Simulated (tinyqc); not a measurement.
Quasiparticle equation with a plasmon-pole self-energy for two band edges, step by step. Values are carried at full precision from step to step, so a last printed digit may differ when a step is redone from the rounded ones.

For each edge E = e + X + Sc(E), with the correlation part Sc(E) = A[0]/(E - a + w) + A[1]/(E - b - w); a and b are the valence and conduction energies that enter the Green function (a = ev, b = ec in the one-shot scheme). Z = 1/(1 - dSc/dE), dSc/dE = -A[0]/(E - a + w)^2 - A[1]/(E - b - w)^2.

Values chosen for the exercise (scales of the order of those of HfO2; the results hold for these values, not for the real material): ev = 0 eV (mean-field valence top); ec = 3.93 eV (mean-field conduction edge); w = 14.2 eV (pole energy); Av = (39.8, 22.7) eV^2 (weights of the valence state on the hole and electron poles); Ac = (15.9, 37) eV^2 (the same for the conduction state); Xv = -3.23 eV (exchange minus the mean-field potential, valence); Xc = 2.63 eV (the same, conduction).

## Linearised one-shot correction

Evaluate Sc and its slope at the mean-field energy; E = e + Z (X + Sc).

Terms:

| edge | Sc (eV) | dSc/dE | Z | X + Sc (eV) | E (eV) |
|---|---|---|---|---|---|
| valence | 1.5507 | -0.2664 | 0.7896 | -1.6793 | -1.3260 |
| conduction | -1.7286 | -0.2319 | 0.8118 | 0.9014 | 4.6617 |

gap = 5.9877 eV
gap with Z = 1 = 6.5106 eV

The gap opens by 2.058 eV, 64 % of it by lowering the valence top. Setting Z = 1 would overshoot by 0.523 eV.

## Solving the equation for the conduction edge

Newton steps on f(E) = E - ec - Xc - Sc(E) from E = ec; the first step is the linearised result.

Iterates:

| step | E (eV) | Sc (eV) | f (eV) |
|---|---|---|---|
| 0 | 3.93000 | -1.72863 | -0.901366 |
| 1 | 4.66171 | -1.90422 | 0.005921 |
| 2 | 4.65696 | -1.90304 | 0.000000 |
| 3 | 4.65696 | -1.90304 | 0.000000 |

The linearisation errs by +4.7 meV, as the shift is only 0.051 of the pole energy.

## All solutions for the valence state

Multiplying out gives a cubic; give its three roots and their weights Z.

roots (eV): -17.189  -1.310  19.199

weights: 0.1827  0.7695  0.0478

The weights add up to 1. The satellite below lies 15.88 eV from the main peak, 12 % more than w: this scheme places plasmon satellites too far out, and gives one where a cumulant form gives a series.

## Updating the energies in the Green function

Solve both equations exactly, put the results in place of a and b, and repeat five times; w is kept.

Cycles (eV):

| cycle | Ev | Ec | gap |
|---|---|---|---|
| 1 | -1.3100 | 4.6570 | 5.9670 |
| 2 | -1.5034 | 4.7271 | 6.2305 |
| 3 | -1.5312 | 4.7316 | 6.2629 |
| 4 | -1.5355 | 4.7314 | 6.2669 |
| 5 | -1.5361 | 4.7313 | 6.2674 |

The update moves the gap by +300 meV from the one-shot value; each cycle shrinks the change to about 0.12 of the one before.

## Checks

- Sum of the weights of the three roots: both 1.000000.
- Newton result against the root by bisection (eV): both 4.65696.

(tinyqc, `OMP_NUM_THREADS=1 python tinyqc.py 1880554 1880555 out.jsonl`, Intel(R) Xeon(R) Processor @ 2.30GHz, 1 thread, shared host, about 0.01 s.)
